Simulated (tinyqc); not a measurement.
# Planar ballistic transistor, top-of-the-barrier model: output curve

At the top of the source barrier, states moving towards the drain are filled by the source (Fermi level 0) and states moving back by the drain (Fermi level -q Vd); nothing scatters. U is the shift of the band edge there, set by the capacitances CG, CD and CS (the total) and by the charge. Parabolic two-dimensional band; the source is grounded.

N0 = gv m kB T/(pi hbar^2), CG = eps0 eox/tox, vT = sqrt(2 kB T/(pi m)), CS = CG/aG, n0 = n at U = 0 and Vd = 0. eta1 = -(E0 + U)/Vt, eta2 = eta1 - Vd/Vt, n = (N0/2)[F_0(eta1) + F_0(eta2)], F_0(x) = ln(1 + exp x). U = UL + q (n - n0)/CS with UL = -(aG Vg + aD Vd), energies in eV. I = q (N0/2) vT [F_(1/2)(eta1) - F_(1/2)(eta2)] per width, F_(1/2)(x) = (2/sqrt(pi)) int_0^infinity u^(1/2)/(1 + exp(u - x)) du. CQ = (q/Vt) dn/d(eta1).

Parameters, values chosen for the exercise; mass and valleys close to those of indium arsenide: temperature T = 300 K; effective mass m = 0.0311 m0; valley degeneracy gv = 1; relative permittivity of the gate insulator eox = 3.9; insulator thickness tox = 2.6 nm; gate control CG/CS aG = 0.95; drain control CD/CS aD = 0.02; band edge at the barrier top above the source Fermi level at zero bias E0 = 0.15 eV; gate voltage Vg = 0.7 V.

Constants: q = 1.602176634e-19 C, kB = 1.380649e-23 J/K, hbar = 1.054571817e-34 J s, m0 = 9.1093837015e-31 kg, Vt = kB T/q, eps0 = 8.8541878128e-14 F/cm where lengths are in cm. Results are converted to the units shown.

Results:
```
Vd (V),eta1,n (cm^-2),I (uA/um),mean velocity I/(q n) (cm/s),CQ/CS
0.01,8.1245,2.6638e12,100.17,2.3471e6,1.4883
0.025,8.3027,2.6263e12,248.56,5.9072e6,1.4882
0.1,9.1925,2.4386e12,953.42,2.4402e7,1.4852
0.15,9.7825,2.3143e12,1382.9,3.7297e7,1.4752
0.2,10.361,2.1924e12,1769.8,5.0384e7,1.4385
0.3,11.317,1.9943e12,2323.7,7.2723e7,1.0634
0.4,11.591,1.9499e12,2457.5,7.8665e7,0.75946
0.6,11.689,1.9628e12,2489.9,7.9176e7,0.74443
0.8,11.777,1.9777e12,2518.0,7.9465e7,0.74442
```

Estimate the missing row, Vd = 0.05 V.

Computed row:
```
Vd (V),eta1,n (cm^-2),I (uA/um),mean velocity I/(q n) (cm/s),CQ/CS
0.05,8.5995,2.5637e12,490.66,1.1946e7,1.4878
```

With this row back in the table: The current rises from 100 to 2520 uA/um; n goes from 2.66e12 through a minimum of 1.95e12 (at Vd = 0.4 V among the rows listed) to 1.98e12 cm^-2 and eta1 rises from 8.12 to 11.8. The resistance in the first row is 99.8 ohm um, though nothing scatters in the channel. The current passes 90 % of its last value at Vd = 0.3 V among the rows, where eta2 = -0.29. For Vd = 0.6 to 0.8 V the source Fermi level lies over 0.3 eV above the band edge, where a light band is no longer parabolic.

Numbers from tinyqc (`OMP_NUM_THREADS=1 python tinyqc.py 2400108 2400109 out.jsonl`; about 0.01 s on one thread of a shared Intel Xeon 2.30GHz).
